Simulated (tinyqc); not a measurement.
# On-chip interconnect, size-dependent resistivity and RC delay, step by step

Computed by the program tinyqc: `OMP_NUM_THREADS=1 python tinyqc.py 2100052 2100053 out.jsonl`, one thread of a shared Intel Xeon 2.30GHz, about 0.01 s for the whole run. Printed values are rounded.

A rectangular line between two neighbours and two ground planes. Surface and grain-boundary scattering are added to the bulk resistivity as corrections; capacitances are parallel-plate values without fringing; inductance is ignored.

Inputs (values chosen for the exercise); metal values close to those of cobalt: bulk resistivity rho0 = 6.1 uohm cm; bulk mean free path lam = 11.8 nm; specular share of surface scattering ps = 0; reflection coefficient of grain boundaries Rg = 0.28; grain size over the metal width gr = 1; drawn line width wd = 42 nm; aspect ratio, height over width AR = 1.7; liner on both walls and the bottom, not conducting tl = 0.7 nm; space to the neighbouring lines sp = 50 nm; dielectric height to the planes above and below hd = 86 nm; relative permittivity of the dielectric ek = 3.9; Miller factor of the neighbours Mf = 2; line length Lw = 230 um; driver resistance Rd = 4600 ohm; load capacitance Cl = 0.46 fF; time step dt = 150 ps.

Constants: eps0 = 8.8541878128e-12 F/m. Results are converted to the units shown.

## Resistivity, resistance and capacitance per length

Metal width x = wd - 2 tl, height y = AR wd - tl; grain boundaries (Mayadas-Shatzkes): al = (lam/(gr x)) Rg/(1 - Rg), g = 1/[1 - 3 al/2 + 3 al^2 - 3 al^3 ln(1 + 1/al)] - 1; surfaces (Fuchs-Sondheimer, thick limit): s = (3/8) lam (1 - ps)(1/x + 1/y); rho = rho0 (1 + g + s); r = rho/(x y); c = eps0 ek (2 wd/hd + 2 Mf AR wd/sp).

x = 40.6 nm
y = 70.7 nm
al = 0.113027
g = 0.164311
s = 0.171579
rho = 8.14892 uohm cm
r = 28.3893 ohm/um
c = 0.230971 fF/um

rho is 1.34 times the bulk value; surfaces add more (0.172 against 0.164). The liner takes 4.28 % of the cross-section.

## Ladder and Elmore delays

6 equal pi sections: series Rs = r Lw/6; node capacitances c Lw/6, halved at nodes 0 and 6, with Cl added to node 6; Rd feeds node 0. Elmore delay of node k: the sum, over the resistors on the path to k, of resistance times all capacitance downstream of it.

Rs = 1088.26 ohm

```
node   C (fF)  Elmore delay (ps)
0     4.42695            246.484
1     8.85390            299.978
2     8.85390            343.838
3     8.85390            378.062
4     8.85390            402.651
5     8.85390            417.605
6     4.88695            422.923
```

The far-end value equals Rd (c Lw + Cl) + r Lw (c Lw/2 + Cl) for any number of pi sections; the line resistance contributes 41.7 % of it.

## Step 1: node voltages after a time step

v at t = 0, node 0 to 6 (V): 0  0  0  0  0  0  0

A 1 V step is applied behind Rd at t = 0. C dv/dt = -G v + b, with G the conductance matrix of the ladder (1/Rs between neighbours, 1/Rd added at node 0) and b = (1 V/Rd, 0, ...). Trapezoidal step: (C/dt + G/2) v(new) = (C/dt - G/2) v + b.

v at t = 1 dt, node 0 to 6 (V): 0.800450  0.568081  0.408694  0.301811  0.233703  0.195619  0.182666

## Step 2: node voltages after a time step

As before.

v at t = 2 dt, node 0 to 6 (V): 0.549826  0.612386  0.607656  0.575982  0.540757  0.514956  0.505049

## Course in time

A 1 V step is applied behind Rd at t = 0. C dv/dt = -G v + b, with G the conductance matrix of the ladder (1/Rs between neighbours, 1/Rd added at node 0) and b = (1 V/Rd, 0, ...). Trapezoidal step: (C/dt + G/2) v(new) = (C/dt - G/2) v + b. The last column solves the same ladder exactly by its modes.

Voltages (V):
```
t (ps)  node 0  node 3  node 6  node 6, exact
150.0    0.800  0.3018  0.1827         0.2322
300.0    0.550  0.5760  0.5050         0.4862
450.0    0.939  0.6822  0.6640         0.6567
600.0    0.768  0.8181  0.7697         0.7706
750.0    1.007  0.8568  0.8573         0.8467
900.0    0.866  0.9212  0.8956         0.8976
1050     1.033  0.9362  0.9382         0.9316
1200     0.913  0.9652  0.9535         0.9543
1350     1.039  0.9722  0.9727         0.9694
1500     0.939  0.9840  0.9797         0.9796
1650     1.038  0.9886  0.9877         0.9864
1800     0.954  0.9920  0.9914         0.9909
```

The far end of the ladder reaches 0.5 V at 310.1 ps, 0.733 of its Elmore delay (ln 2 = 0.693 for a single pole); the slowest mode has a time constant of 372.1 ps. The largest error of the trapezoidal steps at that node is 50 mV. Node 0 swings up and down from step to step: the trapezoidal rule does not damp modes much faster than dt, so these swings are numerical.
